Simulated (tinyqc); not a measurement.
Keating valence-force model of a tetrahedral crystal. Inputs raised by 10 %, one at a time. Computed by tinyqc, a small Python program. Command: `OMP_NUM_THREADS=1 python tinyqc.py 3007775 3007776 out.jsonl keating sens`. One thread of a shared host (Intel(R) Xeon(R) Processor @ 2.30GHz), about 0.2 s of CPU time with the checks.

Atom A sits at 0 and atom B at a/4 (1,1,1) of an fcc lattice; the four bonds from A are t = a/4 (1,1,1), a/4 (1,-1,-1), a/4 (-1,1,-1), a/4 (-1,-1,1), of length d = sqrt(3) a/4. Energy: E = (3 alpha/(8 d^2)) sum over bonds (r.r - d^2)^2 + (3 beta/(8 d^2)) sum over pairs of bonds at one atom (r_i.r_j + d^2/3)^2, with beta_A for the six pairs at A and beta_B for the six at B. The cell holds two atoms, Omega = a^3/4. 1 N/m = 1 J/m^2.

Inputs (values chosen for the exercise, for a model crystal):
```
quantity               value      unit
lattice constant a     5.377  angstrom
mass M_A                77.7         u
mass M_B                35.2         u
bond stretching alpha   97.5       N/m
bond bending beta_A     30.4       N/m
bond bending beta_B     30.4       N/m
Born charge Z*          2.42         e
eps_inf                 7.29         -
mesh divisions n           6         -
temperature T            150         K
```

Structure: zinc blende.

Constants: nu for 1 eV/(angstrom^2 u) = 15.6333042 THz; 1 eV/angstrom^2 = 16.02176634 J/m^2; 1 THz = 33.35640952 1/cm; e^2/(4 pi eps_0) = 14.39964548 eV angstrom; h x 1 THz = 4.135667696 meV; k_B = 8.617333262e-05 eV/K.

Method:
- beta = (beta_A + beta_B)/2; C11 = (alpha + 3 beta)/a, C12 = (alpha - beta)/a, C44 = 4 alpha beta/(a (alpha + beta)); with the two sublattices clamped C44(0) = (alpha + beta)/a; internal-strain parameter zeta = (alpha - beta)/(alpha + beta); B = (C11 + 2 C12)/3.
- beta = (beta_A + beta_B)/2; mu = M_A M_B/(M_A + M_B); lambda = 4 (alpha + beta)/mu with the springs in eV/angstrom^2; nu = 15.6333042 THz x sqrt(lambda).
- The long-range field adds 4 pi Z*^2 (e^2/(4 pi eps_0))/(eps_inf Omega mu) to lambda for the longitudinal mode at q -> 0; lambda = (nu/15.6333042 THz)^2; eps_0 = eps_inf (nu_LO/nu_TO)^2 (Lyddane-Sachs-Teller; here eps_0 is the static dielectric constant).
- With displacements u exp(i q.r), each bracket changes by g.u, where g = (g_A, g_B): bond t, g = (-2 t, 2 t exp(i q.t)); pair (i, j) at A, g = (-(t_i + t_j), t_i exp(i q.t_j) + t_j exp(i q.t_i)); pair at B, g = (-t_i exp(-i q.t_j) - t_j exp(-i q.t_i), t_i + t_j). Then D_mn = sum over the 4 bonds and 12 pairs of (4 k/a^2) conj(g_m) g_n / sqrt(M_m M_n), with k = alpha or beta converted to eV/angstrom^2. Only the short-range forces enter; the Coulomb field of the charges is left out.
- An eigenvalue lambda of D in eV/(angstrom^2 u) gives nu = 15.6333042 THz x sqrt(lambda).
- Mesh: q = sum_i (m_i + 1/2)/n b_i, m_i = 0..n-1, with b = [[-1, 1, 1], [1, -1, 1], [1, 1, -1]] in 2 pi/a; sums over the six modes are averaged over the n^3 points and halved, per atom.
- With x = h nu/(k_B T) and n = 1/(exp(x) - 1) for each mode: F = k_B T [x/2 + ln(1 - exp(-x))], U = k_B T x (n + 1/2), S/k_B = x n - ln(1 - exp(-x)), C/k_B = x^2 n (n + 1).
- The acoustic share counts the three lowest modes at each q; zero-point energy = sum h nu/2.

Runs:
```
input moved                     from      to  C11 (GPa)  nu_TO at G (THz)  nu_LO at G (THz)  zero-point energy (meV/atom)
base run                           -       -     350.94            17.948            18.970                        75.144
lattice constant a (angstrom)  5.377  5.9147     319.04            17.948            18.722                        75.144
mass M_B (u)                    35.2   38.72     350.94            17.378            18.367                        73.015
bond stretching alpha (N/m)     97.5  107.25     369.07            18.620            19.607                        77.541
bond bending beta_A (N/m)       30.4   33.44     359.42            18.055            19.071                        75.813
Born charge Z* (e)              2.42   2.662     350.94            17.948            19.178                        75.144
eps_inf                         7.29   8.019     350.94            17.948            18.880                        75.144
temperature T (K)                150     165     350.94            17.948            18.970                        75.144
```

Exponents ln(y'/y) / ln(x'/x):
```
input                     C11  nu_TO at G  nu_LO at G  zero-point energy
lattice constant a     -1.000       0.000      -0.139              0.000
mass M_B                0.000      -0.339      -0.339             -0.302
bond stretching alpha   0.529       0.385       0.346              0.330
bond bending beta_A     0.251       0.062       0.056              0.093
Born charge Z*          0.000       0.000       0.114              0.000
eps_inf                 0.000       0.000      -0.050              0.000
temperature T           0.000       0.000       0.000              0.000
```

To which inputs is each result most sensitive?

Among the inputs moved here: C11 answers most in size to lattice constant a (exponent -1.000), next to bond stretching alpha (+0.529); its exponent is below 0.0005 for mass M_B, Born charge Z*, eps_inf, temperature T. Its exponent -1.000 in lattice constant a: at fixed alpha and beta every C scales as 1/a. nu_TO at G answers most in size to bond stretching alpha (exponent +0.385), next to mass M_B (-0.339); its exponent is below 0.0005 for lattice constant a, Born charge Z*, eps_inf, temperature T. nu_LO at G answers most in size to bond stretching alpha (exponent +0.346), next to mass M_B (-0.339); its exponent is below 0.0005 for temperature T. zero-point energy answers most in size to bond stretching alpha (exponent +0.330), next to mass M_B (-0.302); its exponent is below 0.0005 for lattice constant a, Born charge Z*, eps_inf, temperature T.
